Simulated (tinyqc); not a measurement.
Anisotropic elasticity and sound waves of a cubic crystal. From E along y' back to C11. Computed by tinyqc, a small Python program. Command: `OMP_NUM_THREADS=1 python tinyqc.py 3014186 3014187 out.jsonl cubicelastic inv`. One thread of a shared host (Intel(R) Xeon(R) Processor @ 2.30GHz), about 0.02 s of CPU time with the checks.

Voigt order 1..6 = xx, yy, zz, yz, xz, xy, with engineering shear strains. The rotated frame has x' as named, z' along the wafer normal and y' = z' x x'.

Inputs (values chosen for the exercise, modelled on silicon): C12 = 64.84 GPa; C44 = 80.08 GPa.

Frame: (001) wafer, x' along [110].

direction cosines a (rows x', y', z' in the cube axes), rows x', y', z', columns x, y, z:
```
[[0.707107, 0.707107, 0.000000],
 [-0.707107, 0.707107, 0.000000],
 [0.000000, 0.000000, 1.000000]]
```

Method:
- S11 = (C11 + C12)/D, S12 = -C12/D, D = (C11 - C12)(C11 + 2 C12), S44 = 1/C44. Zener ratio A = 2 C44/(C11 - C12); S0 = S11 - S12 - S44/2; H = 2 C44 + C12 - C11.
- C'_ijkl = C12 delta_ij delta_kl + C44 (delta_ik delta_jl + delta_il delta_jk) - H sum_m a_im a_jm a_km a_lm.
- Invert C' to S'. E along x' = 1/S'11, along y' = 1/S'22; Poisson ratios nu(x'y') = -S'12/S'11 and nu(x'z') = -S'13/S'11; in-plane shear modulus 1/S'66.

Task: A run gave the result below. Find the C11, known to lie between 100 and 270 GPa.

E along y' = 169.1198 GPa

Result:

Each step takes the trial c = (a f_b - b f_a)/(f_b - f_a), f being the result less the target and a, b, c the logarithms of the listed values; c replaces end b, the old b replaces a if the sign of f changed, and otherwise f_a is halved.

Scan of the range:
```
C11 (GPa)  E along y' (GPa)
100                 107.372
118                 131.529
139                 151.288
164                 168.416
194                 183.753
229                 197.376
270                 209.720
```

False position (Illinois rule, in the logarithm of the input) inside the bracket:
```
step    end a    end b    trial  E along y' (GPa)
1     164.000  194.000  165.270           169.160
2     164.000  165.270  165.138           169.084
3     165.270  165.138  165.200           169.120
4     165.138  165.200  165.200           169.120
```

E along y' rises at every point of a 13-point scan of the range (every second point is shown), so one value fits; it is bracketed by 164 and 194. Answer: C11 = 165.2 GPa.
